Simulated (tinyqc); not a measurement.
Inside a calculation. Model: resistance of a source-drain extension with a graded tip.

Program tinyqc, `OMP_NUM_THREADS=1 python tinyqc.py 2282113 2282114 out.jsonl`; Intel Xeon 2.30GHz, shared host, one thread, about 0.03 s. Printed values are rounded.

y runs along the channel, the gate covers y > 0. The doping is N0 for y < y0 and N0 10^(-(y - y0)/la) beyond, uniform over the depth xj. Sheet conductance s(y) = q mu(N) max(N - Nch, 0) xj + (for y > 0) ma Cox Vo, with mu(N) = u0 + (u1 - u0)/(1 + (N/Nr)^au) and Cox = eps0 eox/tox. Current is taken as one-dimensional; depletion of the tip, spreading and the contact are left out. The metallurgical junction lies at yj, where N = Nch.

Inputs (values chosen for the exercise); mobility law close to that of electrons in silicon:

| symbol | value | unit | meaning |
|---|---|---|---|
| eox | 3.9 |  | relative permittivity of the gate insulator (close to silicon dioxide) |
| tox | 1.4 | nm | insulator thickness |
| N0 | 1.2e20 | cm^-3 | active doping of the extension far from the gate |
| la | 4.7 | nm/decade | lateral abruptness |
| y0 | 0.4 | nm | position under the gate where the fall begins (gate edge at 0) |
| xj | 13 | nm | depth of the extension |
| Nch | 5.4e17 | cm^-3 | channel doping |
| Vo | 0.79 | V | gate overdrive |
| ma | 240 | cm^2/(V s) | mobility of the gate-induced layer |
| u1 | 1414 | cm^2/(V s) | mobility at low doping |
| u0 | 68.5 | cm^2/(V s) | mobility at high doping |
| Nr | 9.2e16 | cm^-3 | reference doping |
| au | 0.711 |  | exponent |
| Lg | 40 | nm | gate length |

Constants: q = 1.602176634e-19 C, eps0 = 8.8541878128e-14 F/cm where lengths are in cm. Results are converted to the units shown.

## Sheet resistances and junction position

yj = y0 + la log10(N0/Nch); sheet resistance of the full extension 1/[q mu(N0)(N0 - Nch) xj] and of the gate-induced layer 1/(ma Cox Vo); metallurgical length Lg - 2 yj; ye is where the doped and the gate-induced conductances are equal.

yj = 11.4299 nm
sheet resistance of the extension = 524.333 ohm/square
sheet resistance of the induced layer = 2138.34 ohm/square
metallurgical length = 17.1402 nm
ye = 3.63519 nm
N at ye = 2.45948e19 cm^-3

The gate takes over 7.79 nm before the junction, where N is still 45.5 times the channel doping.

## Resistance of the overlapped part

Midpoint rule on 9 equal steps from 0 to yj: R_ov = sum h/s(y), per width.

| point | y (nm) | N (cm^-3) | doped conductance (uS) | sheet resistance (ohm/square) |
|---|---|---|---|---|
| 0 | 0.634995 | 1.06950e20 | 1714.16 | 458.335 |
| 1 | 1.90498 | 5.74079e19 | 973.755 | 693.766 |
| 2 | 3.17497 | 3.08150e19 | 565.746 | 967.681 |
| 3 | 4.44496 | 1.65406e19 | 337.390 | 1242.17 |
| 4 | 5.71495 | 8.87852e18 | 206.280 | 1483.83 |
| 5 | 6.98494 | 4.76574e18 | 127.754 | 1679.52 |
| 6 | 8.25493 | 2.55811e18 | 77.3981 | 1834.69 |
| 7 | 9.52492 | 1.37312e18 | 41.6907 | 1963.31 |
| 8 | 10.7949 | 7.37053e17 | 13.0555 | 2080.26 |

R_ov = 15.752 ohm um

The exact integral is 15.761 ohm um; the coarse sum is 0.056 % below it.
